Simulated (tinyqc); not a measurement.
Deep level with several charge states, and Shockley-Read-Hall recombination: one step. Recombination through one level.

One level at Et with degeneracy 1: tn = 1/(sn vth Nt), tp = 1/(sp_ vth Nt), n1 = Nc exp((Et - Eg)/kT), p1 = Nv exp(-Et/kT), ni^2 = n1 p1. Equilibrium p0 = Nm, n0 = ni^2/Nm; n = n0 + dn, p = p0 + dn. U = (n p - ni^2)/(tp (n + n1) + tn (p + p1)), lifetime dn/U; emission rates en = sn vth n1, ep = sp_ vth p1.

Constants: kB = 8.617333262e-05 eV/K.

Values chosen for the exercise (gap and densities of states near those of Si at this temperature; the results hold for these values, not for the real material): Eg = 1.135 eV (gap); Nc = 2.1e+19 1/cm^3 (conduction-band density of states); Nv = 8.71e+18 1/cm^3 (valence-band density of states); T = 250 K; Et = 0.722 eV (recombination level above Ev); Nt = 5e+14 1/cm^3 (defects); sn = 9.8e-15 cm^2 (electron capture cross-section); sp_ = 2.4e-16 cm^2 (hole capture cross-section); vth = 19000000 cm/s (thermal velocity, both carriers); Nm = 5e+15 1/cm^3 (equilibrium holes for the lifetime steps); dn = 5.3e+13 1/cm^3 (excess pairs).

Question. Evaluate each quantity.

Give: tn, tp; n1, p1; U; lifetime.

Answer.

tn, tp (microsecond): 0.01074  0.4386

n1, p1 (1/cm^3): 9.92e+10  2.43e+04

U = 3.45e+21 1/(cm^3 s)
lifetime = 0.0154 microsecond

The lifetime is 1.429 times the minority capture time tn and 0.0342 times tn + tp, the limit of high injection.

tinyqc: `OMP_NUM_THREADS=1 python tinyqc.py 1651301 1651302 out.jsonl`; about 0.01 s, one thread, shared Intel(R) Xeon(R) Processor @ 2.30GHz.
